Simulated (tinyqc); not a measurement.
Changing the forward bias V: trap-assisted generation and recombination current of an abrupt junction. Computed by tinyqc, a small Python program. Command: `OMP_NUM_THREADS=1 python tinyqc.py 3019075 3019076 out.jsonl junctionleak sweep`. One thread of a shared host (Intel(R) Xeon(R) Processor @ 2.30GHz), about 0.03 s of CPU time with the checks.

Depletion approximation, flat quasi-Fermi levels across the depleted layer, long neutral regions with minority lifetimes tau_n and tau_p, full ionisation and Boltzmann statistics. Voltages in exponents stand for e V.

Inputs (values chosen for the exercise, with bands and screening modelled on GaSb): gap E_g = 0.741 eV; electron mass m_e = 0.0401 m_0; valleys M_c = 1; hole mass m_h = 0.393 m_0; dielectric constant eps = 15.8; acceptor density N_A = 4.2e+15 cm^-3; donor density N_D = 6.2e+18 cm^-3; capture time tau_n = 4.9e-07 s; capture time tau_p = 7.5e-09 s; trap level E_t - E_i = 0.11 eV; electron diffusion coefficient D_n = 6.1 cm^2/s; hole diffusion coefficient D_p = 8.7 cm^2/s; temperature T = 250 K; tunnelling mass m_t = 0.12 m_0.

Field enhancement: Hurkx tunnelling factor.

Constants: k_B = 8.617333262e-05 eV/K; m_0 = 9.1093837015e-31 kg; k_B = 1.380649e-23 J/K; h = 6.62607015e-34 J s; e = 1.602176634e-19 C; eps_0 = 8.8541878128e-12 F/m; hbar = 1.054571817e-34 J s.

Method:
- N_c = 2 M_c (2 pi m_e k_B T/h^2)^(3/2) and N_v = 2 (2 pi m_h k_B T/h^2)^(3/2), masses in units of m_0.
- n_i = sqrt(N_c N_v) exp(-E_g/2 k_B T); V_bi = (k_B T/e) ln(N_A N_D/n_i^2); diffusion saturation current J_d0 = e n_i^2 [sqrt(D_n/tau_n)/N_A + sqrt(D_p/tau_p)/N_D].
- W = sqrt(2 eps eps_0 (V_bi - V)(1/N_A + 1/N_D)/e), x_p = W N_D/(N_A + N_D), x_n = W - x_p, peak field F_m = 2 (V_bi - V)/W; reverse bias means V = -V_r.
- Both capture times are divided by 1 + Gamma, Gamma = 2 sqrt(3 pi) (F/F_G) exp((F/F_G)^2), F_G = sqrt(24 m_t (k_B T)^3)/(e hbar) (the low-field Hurkx form), F being the local field, linear in x from 0 at the edges to F_m.
- Potential from the p edge: phi = (V_bi - V) x^2/(x_p W) on the p side and (V_bi - V)[1 - (W - x)^2/(x_n W)] on the n side; p = N_A exp(-phi/k_B T), n = n_i^2 exp(V/k_B T)/p; U = (n p - n_i^2)/[tau_p (n + n_i exp(dE/k_B T)) + tau_n (p + n_i exp(-dE/k_B T))], dE = E_t - E_i, n1 = n_i exp(dE/k_B T), p1 = n_i exp(-dE/k_B T); J_t = e int U dx by the trapezoid rule on 400 intervals on each side.
- Total J = J_t + J_d0 (exp(V/k_B T) - 1); ideality n = (e/k_B T) dV/d ln J, central difference of 1 mV.

One run for each value:
```
forward bias V (V)  total forward current (A/cm^2)  recombination current in the layer (A/cm^2)  ideality factor
0.074                                   6.6896e-07                                   6.6558e-07           1.3008
0.130                                   4.0443e-06                                   3.9974e-06           1.5836
0.190                                   2.1155e-05                                   2.0393e-05           1.7528
0.250                                   1.0433e-04                                   9.1984e-05           1.7003
0.310                                   6.0428e-04                                   4.0421e-04           1.4553
0.380                                   7.4686e-03                                   2.3125e-03           1.1649
0.440                                   9.4252e-02                                   1.0717e-02           1.0528
```

Over the rows, total forward current (A/cm^2) rises from 6.69e-7 to 0.0943 (exponent d ln y / d ln x 3.2 between the first rows and 17 between the last); recombination current in the layer (A/cm^2) rises from 6.66e-7 to 0.0107 (exponent d ln y / d ln x 3.2 between the first rows and 10 between the last); ideality factor goes from 1.30 through a maximum among these rows, 1.75 at 0.190, to 1.05. The ideality is highest where recombination in the layer rules and n and p exceed n1 and p1; it falls towards 1 as diffusion takes over. Left out: 0.500, 0.560 (the injected density, weighted by the ratio of capture times where that exceeds one, passes a tenth of the doping).

Caution (all rows): one side is doped near or above its effective density of states, so Boltzmann statistics understate V_bi.

Extremes, crossings and ranges named in words are read from the listed rows.
